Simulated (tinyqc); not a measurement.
Van der Pauw, Hall and four-point-probe measurements on a doped layer: one step of the calculation.

A uniform n-type layer with sheet resistance Rs = 1/(q ns mu), point contacts, low field (mu B small).

Question. Sheet density, mobility and bulk values. Rs = 1/z; Hall sheet density B I/(q |VH|); Hall mobility |VH|/(Rs B I); true values ns = rH times the Hall density, mu = Hall mobility/rH; bulk density ns/t, resistivity Rs t; correction factor F = Rs/[(pi/ln 2)(RA + RB)/2].

Inputs (values chosen for the exercise):
- rH = 0.8 (Hall factor)
- B = 0.55 T (magnetic field)
- I = 100 uA (current)
- t = 1600 nm (thickness of the layer)

Constants: q = 1.602176634e-19 C. Results are converted to the units shown.

converged z = 0.28198309 mS
VH = -24.966036 mV
RA = 147.66920 ohm
RB = 2369.0159 ohm

Find: Rs; Hall sheet density; Hall mobility; ns; mu; bulk density; resistivity; F.

Answer.

Rs = 3546.3 ohm/square
Hall sheet density = 1.3750e12 cm^-2
Hall mobility = 1280.0 cm^2/(V s)
ns = 1.1000e12 cm^-2
mu = 1600.0 cm^2/(V s)
bulk density = 6.8750e15 cm^-3
resistivity = 0.56741 ohm cm
F = 0.62180

tinyqc, about 0.01 s, one thread, Intel Xeon 2.30GHz (shared host): `OMP_NUM_THREADS=1 python tinyqc.py 2850164 2850165 out.jsonl`
